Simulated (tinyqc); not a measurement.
Ways to converge the cycle: SCF convergence aids in the sto-3g basis, for H3, spin multiplicity 2. Computed by the program tinyqc with PySCF. UHF with one setting changed at a time; a run stops when the energy changes by less than 1e-09 hartree and the error matrix is below 1e-5. The start is the Wolfsberg-Helmholz matrix. Damping d keeps d of the old density; a shift (hartree) raises the virtual levels; DIIS n extrapolates F over n matrices.

Geometry (angstrom):
```
atom,x,y,z
H,0.0000,0.0000,0.0000
H,0.0000,0.0000,0.8790
H,0.0000,0.7610,0.4390
```

lowest solution found by these runs and by PySCF with stability checks = -1.276845 hartree

Largest element of the error matrix X^T (FDS - SDF) X:
```
iteration,plain,damping 0.3,damping 0.6,shift 0.4,DIIS 3,DIIS 8
1,6.7e-02,6.7e-02,6.7e-02,6.7e-02,6.7e-02,6.7e-02
2,2.4e-02,3.7e-02,4.9e-02,3.4e-02,2.4e-02,2.4e-02
3,8.7e-03,2.0e-02,3.7e-02,1.7e-02,2.0e-03,2.0e-03
4,3.4e-03,1.1e-02,2.7e-02,9.0e-03,1.3e-03,1.3e-03
5,1.5e-03,6.3e-03,2.0e-02,4.8e-03,1.2e-03,1.2e-03
6,1.4e-03,3.7e-03,1.5e-02,2.6e-03,1.1e-03,1.6e-04
8,1.4e-03,1.5e-03,8.5e-03,1.4e-03,1.1e-04,2.0e-06
10,1.5e-03,1.4e-03,4.9e-03,1.3e-03,1.5e-05,-
14,1.8e-03,1.5e-03,1.8e-03,1.4e-03,-,-
20,2.4e-03,1.8e-03,1.5e-03,1.7e-03,-,-
30,3.7e-03,2.6e-03,1.7e-03,2.3e-03,-,-
45,3.8e-03,3.9e-03,2.3e-03,3.3e-03,-,-
60,1.8e-03,4.0e-03,3.1e-03,4.1e-03,-,-
```

How each run ends:
```
run,iterations,E (hartree),state
plain,>60,-1.27666,"falls steadily but slowly, by a factor of about 0.94 a step"
damping 0.3,>60,-1.27531,has stopped falling
damping 0.6,>60,-1.27334,wanders without falling
shift 0.4,>60,-1.27450,wanders without falling
DIIS 3,13,-1.27268,higher
DIIS 8,8,-1.27268,higher
```

What does the comparison show, and why?

No run reaches the lowest solution found. Ending on a higher stationary point: DIIS 3, DIIS 8; a small error matrix cannot reveal that, and an occupation fixed by the start is kept by symmetry or by the shape of the basin. Not converged: plain, damping 0.3, damping 0.6, shift 0.4. DIIS 3 and DIIS 8 gain by cancelling the error over several earlier matrices, much as a quasi-Newton step does.
